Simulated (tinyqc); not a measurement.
## A square-lattice strip 2 sites wide, recursive Green functions: the device repeated

The device has N = 4 slices of 2 site(s), nearest-neighbour hopping -t, and site energies U; the leads are semi-infinite continuations with site energy 0. V = <i+1|H|i> = -t 1.

Transverse modes n = 1..2: chi_n(j) = sqrt(2/3) sin(pi n j/3), energy e_n = -2 t cos(pi n/3). Sigma = t^2 sum_n chi_n chi_n^T g(E - e_n), g(x) = (x - i sqrt(4 t^2 - x^2))/(2 t^2) for |x| < 2 t and (x - sign(x) sqrt(x^2 - 4 t^2))/(2 t^2) otherwise; Gamma = i (Sigma - Sigma^dagger); both leads give the same. Forward pass: g_1 = (E - H_1 - Sigma)^(-1), g_i = (E - H_i - V g_(i-1) V^dagger)^(-1), with Sigma also subtracted on the last slice; G_(i,1) = g_i V G_(i-1,1), starting from g_1. H_i is the block of slice i: its site energies on the diagonal and -t between neighbouring rows. T(E) = Tr[Gamma G_(N,1) Gamma G_(N,1)^dagger]. The list U is repeated k times, so the device has k N slices.

Values chosen for this exercise:
```
symbol                                               value  unit                                    meaning
t                                                      1.6    eV                hopping (matrix element -t)
U       [0.79, 0.97, -1.09, 1.13, 0.92, -0.64, -0.21, 0.2]    eV  site energies, slice by slice (2 a slice)
E                                                     2.71    eV                                     energy
```

Result of one run:
```
k,T(E),ln T(E)
12,0.97319,-0.027171
```

What becomes of these results when the number of repeats k is changed from 12 to 2, all else the same?

Result of the changed run:
```
k,T(E),ln T(E)
2,0.86675,-0.14301
```

The whole series:
```
k,T(E),ln T(E)
1,0.92794,-0.074788
2,0.86675,-0.14301
3,0.93889,-0.063053
4,0.99769,-0.0023101
5,0.90840,-0.096065
6,0.87111,-0.13799
8,0.98848,-0.011588
10,0.88091,-0.12680
12,0.97319,-0.027171
```

T(E) moves between 0.867 and 0.998 and does not die away: at least one band of the periodic structure that the repeats form is open at this energy.

Program tinyqc, `OMP_NUM_THREADS=1 python tinyqc.py 2660047 2660048 out.jsonl`; Intel Xeon 2.30GHz, shared host, one thread, about 0.01 s.
